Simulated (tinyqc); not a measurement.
Inside a calculation. Model: hot carriers by balance equations with a heated Maxwellian. Computed by tinyqc, a small Python program that keeps every step. Command: `OMP_NUM_THREADS=1 python tinyqc.py 3007099 3007100 out.jsonl hot walk`. One thread of a shared host (Intel(R) Xeon(R) Processor @ 2.30GHz), about 0.02 s of CPU time with the checks. Intermediate numbers are printed to about 5 digits and carried at full precision; extremes and crossings named in words are read from the listed rows.

The carriers follow a Maxwellian at an electron temperature T_e, slightly displaced; the drift energy is neglected against k_B T_e. The balance averages the rate, not the time, so mu_0 lies below the relaxation-time value.

Inputs (values chosen for the exercise, for a model non-polar semiconductor):

| quantity | value | unit |
|---|---|---|
| effective mass m | 0.222 | m_0 |
| density rho | 2270 | kg/m^3 |
| sound velocity v_l | 4240 | m/s |
| acoustic deformation potential D_A | 11 | eV |
| phonon energy hbar w | 24.7 | meV |
| optical or intervalley deformation potential D_o | 9.8 | 1e8 eV/cm |
| final valleys Z_f | 2 | - |
| lattice temperature T | 250 | K |
| electric field F | 1.3 | kV/cm |
| mixing | 0.4 | - |
| iteration cap | 300 | - |

Band: parabolic. Solver: damped fixed point.

Constants: k_B = 8.617333262e-05 eV/K; k_B = 1.380649e-23 J/K; e = 1.602176634e-19 C; hbar = 1.054571817e-34 J s; m_0 = 9.1093837015e-31 kg; hbar = 6.582119569e-16 eV s.

## Equilibrium values

Parabolic band: E = hbar^2 k^2/(2 m), speed v = hbar k/m, states per spin, volume and energy g(E) = m k/(2 pi^2 hbar^2). Masses are multiplied by m_0 and all formulas are in SI units. Phonon occupation N_q = 1/(exp(hbar w/(k_B T)) - 1). Acoustic deformation potential (elastic, equipartition, absorption and emission together): 1/tau = 2 pi k_B T D_A^2 g(E)/(hbar rho v_l^2). Optical or intervalley deformation potential: 1/tau = (pi Z_f D_o^2/(rho w)) [N_q g(E + hbar w) + (N_q + 1) g(E - hbar w)], with g = 0 below the band edge. Averages over the Maxwellian, <y> = int y x^(1/2) exp(-x) dx / int x^(1/2) exp(-x) dx with x = E/(k_B T_e), split at x_0 = hbar w/(k_B T_e): 64 Gauss-Legendre points in sqrt(x) below it and 128 in sqrt(x - x_0) above it, up to x = 32. Momentum balance: mu(T_e) = e/(m nu), nu = <x (sum of rates)>/<x>. Power lost per carrier: P(T_e) = hbar w <emission rate - absorption rate> + <(2 m v_l^2/(k_B T)) (E - 2 k_B T) acoustic rate>. Energy relaxation time at weak heating: tau_E = (3/2) k_B / (dP/dT_e), the derivative by a central difference of +/- 0.5 K at T_e = T.

low-field mobility mu_0 = 370.63 cm^2/(V s)

energy relaxation time tau_E = 0.25859 ps

tau_E is 5.53 times the momentum relaxation time m mu_0/e: energy is lost more slowly than direction, which is why carriers heat.

## Balance functions

The field that sustains T_e follows from e mu F^2 = P.

Against the electron temperature:

| T_e (K) | mu (cm^2/(V s)) | P optical (1e9 eV/s) | P acoustic (1e9 eV/s) | F (kV/cm) | drift velocity (1e7 cm/s) |
|---|---|---|---|---|---|
| 275 | 347.65 | 12.23 | 5.4876e-02 | 5.945 | 0.20668 |
| 325 | 311.93 | 35.37 | 1.7897e-01 | 10.675 | 0.33297 |
| 400 | 274.24 | 66.82 | 3.9710e-01 | 15.656 | 0.42934 |
| 500 | 240.27 | 103.59 | 7.3995e-01 | 20.838 | 0.50067 |
| 750 | 191.23 | 177.64 | 1.8125e+00 | 30.633 | 0.58580 |
| 1250 | 145.44 | 284.91 | 4.6798e+00 | 44.622 | 0.64899 |
| 2000 | 113.91 | 400.88 | 1.0359e+01 | 60.084 | 0.68445 |
| 3000 | 92.56 | 518.61 | 1.9937e+01 | 76.278 | 0.70603 |

Optical phonons take 100 % of the power in the first row and 96 % in the last. The velocity grows as F^0.81 at first and as F^0.13 at the end, so it levels off; if optical phonons alone set both balances the limit at high T_e would be sqrt(3 hbar w tanh(hbar w/2 k_B T)/(4 m)) = 0.87 in the same unit. Rows above 1400 K (k_B T_e > 0.12 eV) stretch the parabolic band.

## First iteration

Fixed point: T_out = T + (T_e - T) e mu(T_e) F^2/P(T_e), T_new = T_e + mixing (T_out - T_e). Start at T_e = 1.5 T.

mu at the start = 285.25 cm^2/(V s)

P at the start = 5.7063e+10 eV/s

new T_e = 325.42 K

## The whole iteration

Start at T_e = 1.5 T; stop when T_e moves by less than 1e-6 K or exceeds 1e6 K.

Course of the iteration:

| iteration | T_e (K) | mu (cm^2/(V s)) | step (K) |
|---|---|---|---|
| 1 | 375.00 | 285.25 | 4.9578e+01 |
| 2 | 325.42 | 311.67 | 2.9724e+01 |
| 3 | 295.70 | 331.47 | 1.7817e+01 |
| 4 | 277.88 | 345.26 | 1.0677e+01 |
| 5 | 267.20 | 354.37 | 6.3971e+00 |
| 6 | 260.81 | 360.17 | 3.8325e+00 |
| 7 | 256.98 | 363.78 | 2.2958e+00 |
| ... | ... | ... | ... |
| 30 | 251.25 | 369.38 | 1.7433e-05 |
| 31 | 251.25 | 369.38 | 1.0442e-05 |
| 32 | 251.25 | 369.38 | 6.2543e-06 |
| 33 | 251.25 | 369.38 | 3.7461e-06 |
| 34 | 251.25 | 369.38 | 2.2438e-06 |
| 35 | 251.25 | 369.38 | 1.3440e-06 |
| 36 | 251.25 | 369.38 | 8.0501e-07 |

electron temperature T_e = 251.25 K

Converged in 36 iterations.

## Drift velocity

v = mu(T_e) F; warm-carrier coefficient (mu/mu_0 - 1)/F^2.

mobility mu(T_e) = 369.38 cm^2/(V s)

drift velocity = 0.048019 1e7 cm/s

mu/mu_0 = 0.99662

(mu/mu_0 - 1)/F^2 = -0.0020023 cm^2/kV^2

T_e/T = 1.00; the simple estimate T + (2/3) e mu_0 F^2 tau_E/k_B would give 251 K, close to the result.

Checks made by the program: detailed balance, P(T_e = T) = 0, on the scale of P at 1.1 T (relative difference below 1e-10).
